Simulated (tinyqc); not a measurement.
# Resistance of a source-drain extension with a graded tip: effect of the depth of the extension

y runs along the channel, the gate covers y > 0. The doping is N0 for y < y0 and N0 10^(-(y - y0)/la) beyond, uniform over the depth xj. Sheet conductance s(y) = q mu(N) max(N - Nch, 0) xj + (for y > 0) ma Cox Vo, with mu(N) = u0 + (u1 - u0)/(1 + (N/Nr)^au) and Cox = eps0 eox/tox. Current is taken as one-dimensional; depletion of the tip, spreading and the contact are left out. The metallurgical junction lies at yj, where N = Nch.

R_spacer = integral of dy/s from -Ls to 0, R_ov from 0 to yj, R_channel = (Lg - 2 yj)/(ma Cox Vo), R_total = 2 R_spacer + 2 R_ov + R_channel. Electrical length L_eff = ma Cox dR_total/d(1/Vo); R_series = R_total - L_eff/(ma Cox Vo).

Values chosen for this exercise; mobility law close to that of electrons in silicon: relative permittivity of the gate insulator (close to aluminium oxide) eox = 9.17; insulator thickness tox = 8.2 nm; active doping of the extension far from the gate N0 = 1.7e20 cm^-3; lateral abruptness la = 4.5 nm/decade; position under the gate where the fall begins (gate edge at 0) y0 = 2.1 nm; channel doping Nch = 8e17 cm^-3; spacer length Ls = 9 nm; gate overdrive Vo = 0.66 V; mobility of the gate-induced layer ma = 130 cm^2/(V s); mobility at low doping u1 = 1414 cm^2/(V s); mobility at high doping u0 = 68.5 cm^2/(V s); reference doping Nr = 9.2e16 cm^-3; exponent au = 0.711; gate length Lg = 40 nm.

Constants: q = 1.602176634e-19 C, eps0 = 8.8541878128e-14 F/cm where lengths are in cm. Results are converted to the units shown.

The same in every row: yj (nm) = 12.57; R_channel (ohm um) = 174.8.

Results:
```
xj (nm)  R_spacer (ohm um)  R_ov (ohm um)  R_total (ohm um)  L_eff (nm)  R_series (ohm um)
4                    11.09          67.02             331.1       22.28              68.85
5.6                  7.918          59.29             309.3       21.09              60.99
7.7                  5.759          52.26             290.9       20.07              54.66
11                   4.031          44.81             272.5       19.04              48.37
15                   2.956          38.78             258.3       18.26              43.32
29                   1.529          27.58             233.1       16.96              33.43
40                   1.109          22.99             223.0       16.48              28.99
```

Estimate the missing row, xj = 21 nm.

Computed row:
```
xj (nm)  R_spacer (ohm um)  R_ov (ohm um)  R_total (ohm um)  L_eff (nm)  R_series (ohm um)
21                   2.112          32.77             244.6       17.54              38.15
```

With this row back in the table: As xj goes from 4 to 40, R_total falls from 331 to 223 ohm um, L_eff falls from 22.3 to 16.5 nm and R_series falls from 68.9 to 29.0 ohm um.

Program tinyqc, `OMP_NUM_THREADS=1 python tinyqc.py 2282230 2282231 out.jsonl`; Intel Xeon 2.30GHz, shared host, one thread, about 0.04 s.
